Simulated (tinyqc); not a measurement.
Absorption edge of a degenerate semiconductor, band filling against gap narrowing: two steps of the calculation.

n-type, parabolic bands, full ionisation. eta = (EF - Ec)/kB T solves N = Nc F12(eta), F12(x) = (2/sqrt(pi)) int_0^infinity sqrt(u)/(1 + exp(u - x)) du. The gap shrinks rigidly by dEg = a3 y^(1/3) + a4 y^(1/4) + a2 y^(1/2), y = N/1e18 cm^-3, an empirical law that is here taken as the true narrowing.

Values chosen for this exercise; band and dielectric values those of a made-up semiconductor:
```
symbol,value,unit,meaning
T,300,K,temperature
Eg,0.394,eV,band gap
Nc,9.51e16,cm^-3,"conduction-band density of states at 300 K, from me"
me,0.0243,m0,electron mass
mh,0.45,m0,hole mass
N,1.5e16,cm^-3,ionised donor density
a3,9.6,meV,coefficient of (N/1e18)^(1/3)
a4,4.2,meV,coefficient of (N/1e18)^(1/4)
a2,2.7,meV,coefficient of (N/1e18)^(1/2)
```

Constants: q = 1.602176634e-19 C, kB = 1.380649e-23 J/K, h = 6.62607015e-34 J s, c = 299792458 m/s, Vt = kB T/q. Results are converted to the units shown.

Question 1. Fermi level. Newton step on ln F12(eta) = ln(N/Nc): eta(new) = eta - ln(Nc F12/N) F12/Fm, Fm(x) = dF12/dx = (1/sqrt(pi)) int_0^infinity u^(-1/2)/(1 + exp(u - x)) du.

eta at the start (Boltzmann value) = -1.8469

Wanted: F12; Fm; eta after iteration 1.

Answer 1.

F12 = 0.14962
Fm = 0.14213
eta after iteration 1 = -1.7913

Question 2. The optical edge. Vertical transitions need an empty final state: the edge is taken where the state lies 4 kB T below EF, E_opt = Eg - dEg + (1 + me/mh) max(eta - 4, 0) kB T; wavelength h c/(q E_opt).

converged eta = -1.7912358

Wanted: dEg; EF - Ec; filling shift; E_opt; wavelength.

Answer 2.

dEg = 4.1681 meV
EF - Ec = -46.307 meV
filling shift = 0 meV
E_opt = 0.38983 eV
wavelength = 3180.5 nm

The edge lies 4.17 meV below the undoped gap: narrowing outweighs filling.

Range of the model: Band tails, non-parabolic bands and incomplete ionisation are left out.

Computed by the program tinyqc: `OMP_NUM_THREADS=1 python tinyqc.py 2330129 2330130 out.jsonl`, one thread of a shared Intel Xeon 2.30GHz, about 0.01 s for the whole run.
